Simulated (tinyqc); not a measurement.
# Capacitance measurement on a leaky thin oxide: effects of series resistance and leakage: two studies

The device is a capacitance C in parallel with a leakage conductance G, in series with Rs and Ls. An impedance meter reports either a parallel pair (Cp, Gp) from Y = 1/Z = Gp + i w Cp or a series pair (Cs, Rm) from Z = Rm + 1/(i w Cs); w = 2 pi f, dissipation D = Gp/(w |Cp|).

Inputs (values chosen for the exercise); values of the order met in thin-oxide MOS capacitors:
- eox = 3.9 (relative permittivity of the gate insulator (close to silicon dioxide))
- tox = 3 nm (insulator thickness)
- A = 10000 um^2 (gate area)
- zc = 0.55 nm (oxide-equivalent thickness added by the accumulation layer)
- zp = 0.25 nm (oxide-equivalent thickness added by gate depletion)
- Jg = 0.03 A/cm^2 (gate leakage current density, not matched to the thickness)
- Vs = 0.41 V (voltage for an e-fold rise of the leakage)
- Rs = 540 ohm (series resistance)
- Ls = 0 nH (series inductance)
- f = 50000 Hz (measuring frequency)

Constants: eps0 = 8.8541878128e-14 F/cm where lengths are in cm. Results are converted to the units shown.

Each table varies one quantity; the others keep the values above.

## Readings against frequency

EOT = 3.9 tox/eox; CET = EOT + zc + zp; C = 3.9 eps0 A/CET; G = Jg A/Vs. Z = Rs + i w Ls + 1/(G + i w C); CET read from Cp = 3.9 eps0 A/Cp; errors under 0.001 % are printed as 0.

The same in every row: C (pF) = 90.87.

Result of one run:
```
f (Hz)  Cp (pF)  Cs (pF)       D  error of Cp (%)  error of Cs (%)  CET read from Cp (nm)
1e5       90.07    92.36  0.1595           -0.879             1.64                  3.834
```

What becomes of these results when the measuring frequency f is changed from 1e5 to 3e7 Hz, all else the same?

Result of the changed run:
```
f (Hz)  Cp (pF)  Cs (pF)      D  error of Cp (%)  error of Cs (%)  CET read from Cp (nm)
3e7       1.050    90.87  9.250            -98.8                0                  328.9
```

The whole series:
```
f (Hz)  Cp (pF)  Cs (pF)       D  error of Cp (%)  error of Cs (%)  CET read from Cp (nm)
1000      90.16  1.501e4   12.87           -0.786           1.64e4                  3.830
3000      90.16     1749   4.290           -0.786             1820                  3.830
10000     90.16    240.1   1.290           -0.787              164                  3.830
30000     90.15    107.5  0.4381           -0.794             18.2                  3.830
1e5       90.07    92.36  0.1595           -0.879             1.64                  3.834
3e5       89.40    91.04  0.1354            -1.62            0.182                  3.863
1e6       82.39    90.89  0.3212            -9.34           0.0164                  4.191
3e6       48.76    90.87  0.9293            -46.3          1.82e-3                  7.081
1e7       8.643    90.87   3.084            -90.5                0                  39.95
3e7       1.050    90.87   9.250            -98.8                0                  328.9
```

D goes from 12.9 through a minimum of 0.135 (at f = 3e5 Hz among the rows listed) to 9.25; without inductance its minimum lies at f = sqrt(G (1 + G Rs)/Rs)/(2 pi C) = 2.04e5 Hz. The error of Cp goes from -0.786 to -98.8 % and that of Cs from 16400 to 0 %; at low frequency Cp tends to C/(1 + G Rs)^2 and Cs grows as 1 + (G/(w C))^2. One of the two readings is within 2 % of C for f = 1000, 3000, 10000, 30000, 1e5, 3e5, 1e6, 3e6, 1e7, 3e7 Hz. For f = 1000, 3000, 10000, 1e7, 3e7 D exceeds 1, where the accuracy of real meters degrades in proportion to sqrt(1 + D^2).

## Effect of the gate area

Same model as above.

Rs is held fixed.

Effect of the gate area:
```
A (um^2)   C (pF)  Cp (pF)  Cs (pF)        D  error of Cp (%)  error of Cs (%)  CET read from Cp (nm)
20        0.18174  0.18174  0.19368  0.25634         -1.58e-3             6.57                 3.8001
70        0.63610  0.63607  0.67789  0.25642         -5.53e-3             6.57                 3.8002
200        1.8174   1.8172   1.9368  0.25663          -0.0158             6.57                 3.8006
600        5.4523   5.4497   5.8105  0.25729          -0.0475             6.57                 3.8018
2000       18.174   18.146   19.368  0.25959           -0.159             6.57                 3.8060
5000       45.436   45.254   48.421  0.26452           -0.400             6.57                 3.8153
10000      90.872   90.137   96.842  0.27273           -0.809             6.57                 3.8310
40000      363.49   350.97   387.37  0.32202            -3.44             6.57                 3.9355
```

As A goes from 20 to 40000, the error of Cp goes from -0.00158 to -3.44 %, that of Cs from 6.57 to 6.57 %, and D rises from 0.256 to 0.322. The CET read from Cp goes from 3.80 to 3.94 nm against the true 3.80 nm. G/(w C) does not depend on the area, while G Rs and w C Rs grow with it.

Computed by the program tinyqc: `OMP_NUM_THREADS=1 python tinyqc.py 2022145 2022146 out.jsonl`, one thread of a shared Intel Xeon 2.30GHz, about 0.01 s for the whole run.
